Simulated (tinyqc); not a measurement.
Inside a calculation. Method: CIS and TDHF on RHF in the 3-21g basis, for H3-, spin multiplicity 1. The basis has no diffuse functions, so it cannot describe the extra electron: this is an exercise in the method, not the real anion. One step of it, computed by the program tinyqc.

Problem. CIS triplet states. Diagonalise A (1 hartree = 27.211386 eV); each vector has its largest component positive (the first on a tie).

CIS matrix A, triplet (hartree):
```
,1>3,1>4,1>5,1>6,2>3,2>4,2>5,2>6
1>3,0.522525,0.021174,0.002594,0.115240,0.006338,-0.002334,-0.008011,-0.004820
1>4,0.021174,1.064634,0.010868,-0.043610,-0.002334,0.022373,-0.080567,-0.009534
1>5,0.002594,0.010868,1.393850,-0.016216,-0.008011,-0.080567,-0.030934,0.101176
1>6,0.115240,-0.043610,-0.016216,1.687324,-0.004820,-0.009534,0.101176,0.019301
2>3,0.006338,-0.002334,-0.008011,-0.004820,0.068121,0.017362,0.000593,0.056201
2>4,-0.002334,0.022373,-0.080567,-0.009534,0.017362,0.674492,-0.006199,0.022611
2>5,-0.008011,-0.080567,-0.030934,0.101176,0.000593,-0.006199,0.929756,0.014846
2>6,-0.004820,-0.009534,0.101176,0.019301,0.056201,0.022611,0.014846,1.325811
```

Give: triplet excitation energies; lowest vectors.

Solution.

triplet excitation energies (eV): 1.7676  13.8672  18.0287  24.0560  29.7386  34.3973  40.0263  46.7347

lowest vectors:
```
,state 1,state 2,state 3,state 4,state 5,state 6
1>3,-0.0158,0.9931,-0.0129,-0.0254,0.0609,-0.0221
1>4,0.0029,-0.0410,-0.0538,0.3860,0.9132,-0.0760
1>5,0.0079,-0.0025,0.1188,0.0498,-0.0718,-0.5509
1>6,0.0046,-0.1017,0.0095,-0.0891,0.1141,-0.0766
2>3,0.9985,0.0169,0.0221,-0.0027,0.0035,0.0439
2>4,-0.0258,0.0112,0.9894,-0.0041,0.0694,0.1054
2>5,-0.0002,0.0353,0.0195,0.9160,-0.3654,0.0810
2>6,-0.0448,0.0060,-0.0553,-0.0297,0.0761,0.8153
```
